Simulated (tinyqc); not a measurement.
Inside a calculation. Method: plane-wave Kohn-Sham cycle with exchange-only LDA in a layered model solid. Computed by tinyqc, a small Python program that keeps every step. Settings: points = 16, plane-wave index or count = 3, electrons = 4, k points = 1, area = 26.0, mixing = 0.3, iteration cap = 57, Kerker q0 = 1.15. Command: `OMP_NUM_THREADS=1 python tinyqc.py 29173 29174 out.jsonl` (the two numbers bound the seeds that draw the settings). One thread of a shared host (Intel(R) Xeon(R) Processor @ 2.60GHz), about 0.01 s of CPU time with the checks. Later iterations appear only in the table of the cycle.

## Iteration 1: potential

A solid whose potential varies along x alone (atomic units):
```
parameter,value
period a,11.600000
cross-section of the cell,26.000000
electrons per cell,4
grid points,16
"plane waves -n..n, n",3
k points,1
V1 in V1 cos(2 pi x/a),-0.530000
```

density at the start, on the grid x_j = j a/N (e/bohr^3): 0.01326260  0.01326260  0.01326260  0.01326260  0.01326260  0.01326260  0.01326260  0.01326260  0.01326260  0.01326260  0.01326260  0.01326260  0.01326260  0.01326260  0.01326260  0.01326260

V_H(G) = 4 pi rho(G)/G^2 for G != 0 (uniform background); v_x = -(3 rho/pi)^(1/3); V = V_ext + V_H + v_x; Fourier components f(G_m) = (1/N) sum_j f(x_j) exp(-i G_m x_j).

Potentials on the grid (hartree):
```
x,V_ext,V_H,v_x,V
0.000000,-0.530000,0.000000,-0.233095,-0.763095
0.725000,-0.489656,0.000000,-0.233095,-0.722751
1.450000,-0.374767,0.000000,-0.233095,-0.607862
2.175000,-0.202822,0.000000,-0.233095,-0.435917
2.900000,0,0.000000,-0.233095,-0.233095
3.625000,0.202822,0.000000,-0.233095,-0.030273
4.350000,0.374767,0.000000,-0.233095,0.141671
5.075000,0.489656,0.000000,-0.233095,0.256561
5.800000,0.530000,0.000000,-0.233095,0.296905
6.525000,0.489656,0.000000,-0.233095,0.256561
7.250000,0.374767,0.000000,-0.233095,0.141671
7.975000,0.202822,0.000000,-0.233095,-0.030273
8.700000,0,0.000000,-0.233095,-0.233095
9.425000,-0.202822,0.000000,-0.233095,-0.435917
10.150000,-0.374767,0.000000,-0.233095,-0.607862
10.875000,-0.489656,0.000000,-0.233095,-0.722751
```

V(G_m), m = 0, 1, 2, ... (hartree): -0.233095  -0.265000  0.000000  0.000000  0.000000  0.000000  0.000000

## Iteration 1: Hamiltonian at one k

k = 0.000000 2 pi / a

H(m,m') = (k + G_m)^2/2 delta + V(G_m - G_m'), with V(-G) = V(G).

H (hartree), lower triangle:
```
,-3,-2,-1,+0,+1,+2,+3
-3,1.087155
-2,-0.265000,0.353683
-1,0.000000,-0.265000,-0.086401
+0,0.000000,0.000000,-0.265000,-0.233095
+1,0.000000,0.000000,0.000000,-0.265000,-0.086401
+2,0.000000,0.000000,0.000000,0.000000,-0.265000,0.353683
+3,0.000000,0.000000,0.000000,0.000000,0.000000,-0.265000,1.087155
```

## Iteration 1: levels at that k

Diagonalise the Hermitian matrix.

eigenvalues (hartree): -0.575615  -0.221149  0.065127  0.397140  0.452882  1.178446  1.178949

## Iteration 1: new density

Motion across x is left out: the lowest 2 band(s) hold two electrons at each of the k points (j + 1/2)/nk - 1/2. Residual R = rho(out) - rho(in); rho(new) = rho(in) + 0.3 R, with R(G) scaled by G^2/(G^2 + 1.15^2) (Kerker). rho(out) = 2/(a A nk) sum |psi|^2 with psi = sum c exp(i G x). Harris energy E = band energy - dV sum rho (V_H/2 + v_x) + (3/4) dV sum rho v_x with rho(in), dV = a A/N, band energy = (2/nk) sum of the filled levels.

rho(out) (e/bohr^3): 0.02604528  0.02884647  0.02948247  0.02087773  0.00971529  0.00316937  0.00082822  0.00015683  0.00000357  0.00015683  0.00082822  0.00316937  0.00971529  0.02087773  0.02948247  0.02884647

density after iteration 1 (e/bohr^3): 0.01320437  0.01408298  0.01487611  0.01390395  0.01259235  0.01226304  0.01253511  0.01280042  0.01288929  0.01280042  0.01253511  0.01226304  0.01259235  0.01390395  0.01487611  0.01408298

energy per cell = -1.36043406 hartree

## Iteration 2: potential

As before.

Potentials on the grid (hartree):
```
x,V_ext,V_H,v_x,V
0.000000,-0.530000,0.036992,-0.232754,-0.725762
0.725000,-0.489656,0.036628,-0.237806,-0.690834
1.450000,-0.374767,0.030905,-0.242189,-0.586050
2.175000,-0.202822,0.015614,-0.236794,-0.424002
2.900000,0,-0.003743,-0.229100,-0.232844
3.625000,0.202822,-0.019274,-0.227086,-0.043537
4.350000,0.374767,-0.028533,-0.228753,0.117481
5.075000,0.489656,-0.032968,-0.230356,0.226333
5.800000,0.530000,-0.034249,-0.230887,0.264864
6.525000,0.489656,-0.032968,-0.230356,0.226333
7.250000,0.374767,-0.028533,-0.228753,0.117481
7.975000,0.202822,-0.019274,-0.227086,-0.043537
8.700000,0,-0.003743,-0.229100,-0.232844
9.425000,-0.202822,0.015614,-0.236794,-0.424002
10.150000,-0.374767,0.030905,-0.242189,-0.586050
10.875000,-0.489656,0.036628,-0.237806,-0.690834
```

V(G_m), m = 0, 1, 2, ... (hartree): -0.232988  -0.248217  0.000568  0.000335  0.000660  0.000205  0.000031

## Iteration 2: Hamiltonian at one k

k = 0.000000 2 pi / a

As before.

H (hartree), lower triangle:
```
,-3,-2,-1,+0,+1,+2,+3
-3,1.087262
-2,-0.248217,0.353790
-1,0.000568,-0.248217,-0.086293
+0,0.000335,0.000568,-0.248217,-0.232988
+1,0.000660,0.000335,0.000568,-0.248217,-0.086293
+2,0.000205,0.000660,0.000335,0.000568,-0.248217,0.353790
+3,0.000031,0.000205,0.000660,0.000335,0.000568,-0.248217,1.087262
```

## Iteration 2: levels at that k

As before.

eigenvalues (hartree): -0.547691  -0.207348  0.063097  0.393008  0.439352  1.167841  1.168271

## Iteration 2: new density

As before.

rho(out) (e/bohr^3): 0.02552825  0.02826397  0.02911437  0.02109365  0.01021312  0.00350942  0.00095599  0.00018335  0.00000560  0.00018335  0.00095599  0.00350942  0.01021312  0.02109365  0.02911437  0.02826397

density after iteration 2 (e/bohr^3): 0.01329730  0.01480723  0.01619232  0.01451118  0.01213662  0.01143023  0.01184130  0.01230176  0.01246301  0.01230176  0.01184130  0.01143023  0.01213662  0.01451118  0.01619232  0.01480723

energy per cell = -1.27964975 hartree

## Convergence

Stop when sqrt(dV sum R^2) is below 1e-8, dV = a A/N.

Course of the cycle:
```
iteration,E (hartree),norm of the residual
1,-1.36043406,2.10e-01
2,-1.27964975,1.93e-01
3,-1.21004668,1.78e-01
4,-1.15041481,1.63e-01
5,-1.09956020,1.50e-01
6,-1.05636959,1.38e-01
7,-1.01983189,1.27e-01
8,-0.98904181,1.17e-01
9,-0.96319589,1.07e-01
10,-0.94158550,9.86e-02
11,-0.92358880,9.04e-02
...,...,...
47,-0.84413593,2.35e-03
48,-0.84413526,2.12e-03
49,-0.84413487,1.91e-03
50,-0.84413468,1.72e-03
51,-0.84413462,1.55e-03
52,-0.84413464,1.39e-03
53,-0.84413471,1.25e-03
54,-0.84413481,1.13e-03
55,-0.84413492,1.02e-03
56,-0.84413503,9.18e-04
57,-0.84413513,8.28e-04
```

Not converged within 57 iterations: the residual falls steadily but slowly, by a factor of about 0.90 a step. Reruns (cap 100 unless said): mixing 0.1: not converged; mixing 0.5, Kerker q0 1.0: converged in 78 (E = -0.84414); mixing 0.3, Pulay depth 5: converged in 25 (E = -0.84414); the original settings with a cap of 400: converged in 167 (E = -0.84414).
